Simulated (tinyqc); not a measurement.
Where the wafer is too thin: surface photovoltage measurement of the minority-carrier diffusion length in a wafer. Computed by tinyqc, a small Python program. Command: `OMP_NUM_THREADS=1 python tinyqc.py 3130391 3130392 out.jsonl spv walk`. One thread of a shared host (Intel(R) Xeon(R) Processor @ 2.30GHz), about 0.01 s of CPU time with the checks.

Low injection, steady light, a depletion layer much thinner than 1/alpha and L. The excess density dn is taken at the front edge of the neutral region; light that reaches the back is lost.

Inputs (values chosen for the exercise, modelled on p-type silicon at room temperature):
```
quantity                            value        unit
wafer thickness W                     525  micrometre
diffusivity D                        33.8      cm^2/s
front recombination velocity S_f      160        cm/s
back recombination velocity S_b      1400        cm/s
photon flux entering              2.4e+13  1/(cm^2 s)
```

Method:
- alpha = (84.732/lambda - 76.417)^2 per cm with lambda in micrometre (an empirical fit for silicon between 0.7 and 1.05 micrometre).
- Thick wafer: dn = Phi L/((S_f + D/L)(L + 1/alpha)). Finite wafer, with s = S_b L/D, w = W/L, a = alpha L: dn = [Phi a/(a^2 - 1)] [a - B - exp(-alpha W)(a - s)/(cosh w + s sinh w)]/(S_f + B D/L), B = (sinh w + s cosh w)/(cosh w + s sinh w).
- Readings y = (Phi/dn) (1 + noise x g) at 780, 830, 880, 920, 950, 975 and 995 nm; a least-squares line y = c (1/alpha + L_app) gives L_app = intercept/slope.
- No noise; L is varied at fixed W, and the last two columns set S_b to 0 and to 1e7 cm/s.

Apparent length (micrometre):
```
L          W/L  given S_b  S_b = 0  S_b = 1e7
26.2    20.038      26.20     26.2      26.20
52.5    10.000      52.50     52.5      52.50
105.0    5.000     105.03    105.1     104.82
158.0    3.323     158.22    160.0     155.54
262.0    2.004     259.04    285.5     236.61
420.0    1.250     380.68    544.4     307.88
682.0    0.770     492.54   1138.2     355.30
1100.0   0.477     560.76   2285.1     378.33
2100.0   0.250     600.01   4582.0     390.03
```

What does the comparison show, and why?

With a fast back surface L_app levels off, at 390 micrometre in the last row; with a passive one it reaches up to 2.18 times L among these rows and is 4580 in the last. All three columns are within 5 % of L down to W/L = 3.3.

Extremes, crossings and ranges named in words are read from the listed rows.
